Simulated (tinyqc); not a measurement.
## Image-sensor pixel with a pinned photodiode, signal and noise: effect of the temperature

A buried n layer between a heavily doped p+ surface layer and a p layer is emptied into a floating diffusion, read through a source follower with correlated double sampling (reset noise cancelled). One-dimensional abrupt junctions; no blooming, lag or crosstalk.

Nc and Nv are given at 273 K and scale as (T/273 K)^1.5; all else is fixed. With k = 1 + Nn/Np, the two depletion regions meet at depth x = a sqrt(k)/(1 + sqrt(k)) from the p+ side; pinning voltage Vp = q Nn x^2/(2 eps0 eps_r) - Vb. Electrons in the diode at zero bias: Nn A [a - x0 (1 + 1/sqrt(k))], x0 = sqrt(2 eps0 eps_r Vb/(q Nn)). Floating-diffusion limit Cf dV/q; full well FW is the smaller of the two; conversion gain CG = q As/Cf; read noise in electrons vn/CG. QE = (1 - Rf)[exp(-al x1) - exp(-al x2)]. ni = sqrt(Nc Nv) exp(-Eg/(2 Vt)), Eg in volts; dark rates ni Wd A/tg (generation) and Jd ni^2 A (diffusion). Signal S = QE Ph; variance = S + dark rate x ti + (vn/CG)^2 + (pr S)^2; SNR = 20 log10(S/noise); dynamic range 20 log10(FW/noise at S = 0).

Values chosen for this exercise; material values close to those of silicon:
- Eg = 1.12 eV (band gap)
- eps_r = 11.7 (relative permittivity of the semiconductor)
- Nc = 2.39e19 cm^-3 (conduction-band density of states at the reference temperature)
- Nv = 2.27e19 cm^-3 (valence-band density of states at the reference temperature)
- A = 0.47 um^2 (photodiode area)
- Nn = 8.2e16 cm^-3 (doping of the buried n layer)
- a = 250 nm (thickness of that layer)
- Np = 9.9e15 cm^-3 (doping of the p layer below)
- Vb = 0.8 V (built-in voltage)
- Cf = 3 fF (floating-diffusion capacitance)
- dV = 1.2 V (usable swing of the floating diffusion)
- As = 0.88 (source-follower gain)
- vn = 100 uV (read noise at the output)
- al = 0.63 1/um (absorption coefficient (light near 550 nm))
- Rf = 0.06 (optical loss before the silicon)
- x1 = 0.06 um (dead layer)
- x2 = 4 um (depth of collection)
- tg = 0.0055 s (generation lifetime)
- Wd = 1.5 um (depleted depth)
- Jd = 2.2e6 x 1e-20 cm^4/s (diffusion dark flux per ni^2)
- pr = 1.4 % (gain non-uniformity)
- ti = 1 ms (exposure)
- Ph = 77 (photons on the photodiode per exposure)

Constants: q = 1.602176634e-19 C, kB = 1.380649e-23 J/K, Vt = kB T/q, eps0 = 8.8541878128e-14 F/cm where lengths are in cm. Results are converted to the units shown.

The same in every row: Vp (V) = 1.446; FW (electrons) = 3885; read noise (electrons) = 2.128; QE = 0.8295.

Results:

| T (K) | dark rate (electrons/s) | SNR (dB) | dynamic range (dB) |
|---|---|---|---|
| 253 | 0.01863 | 17.71 | 65.23 |
| 268 | 0.08558 | 17.71 | 65.23 |
| 298 | 1.160 | 17.71 | 65.23 |
| 313 | 3.604 | 17.70 | 65.23 |
| 328 | 10.38 | 17.70 | 65.22 |
| 343 | 28.75 | 17.70 | 65.20 |
| 358 | 80.27 | 17.70 | 65.15 |

Estimate the missing row, T = 283 K.

Computed row:

| T (K) | dark rate (electrons/s) | SNR (dB) | dynamic range (dB) |
|---|---|---|---|
| 283 | 0.3363 | 17.71 | 65.23 |

With this row back in the table: As T goes from 253 to 358 K, the SNR stays near 17.7 dB and the dynamic range stays near 65.2 dB. The dark rate rises from 0.0186 to 80.3 electrons/s; it doubles every 6.8 K between the first two rows and every 10 K between the last two.

Numbers from tinyqc (`OMP_NUM_THREADS=1 python tinyqc.py 2630013 2630014 out.jsonl`; about 0.01 s on one thread of a shared Intel Xeon 2.30GHz).
